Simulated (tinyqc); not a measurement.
Ideality, resistance and saturation current from three points.

Inverse problem. Well above I0 a diode obeys V = n Vt ln(I/I0) + Rs I. Find n, Rs and I0.

Inputs (values chosen for the exercise):
- T = 300 K (temperature)

Constants: q = 1.602176634e-19 C, kB = 1.380649e-23 J/K, Vt = kB T/q. Results are converted to the units shown.

I (A): [0.0009, 0.011, 0.13]
V (V): [0.77881488, 0.86320904, 1.1100233]

Solution. The equation is linear in a = n Vt, Rs and c = -a ln I0; three points give a 3 x 3 system.

n = 1.070
Rs = 1.500 ohm
I0 = 5.596e-16 A

Computed by the program tinyqc: `OMP_NUM_THREADS=1 python tinyqc.py 2640009 2640010 out.jsonl`, one thread of a shared Intel Xeon 2.30GHz, about 0.01 s for the whole run.
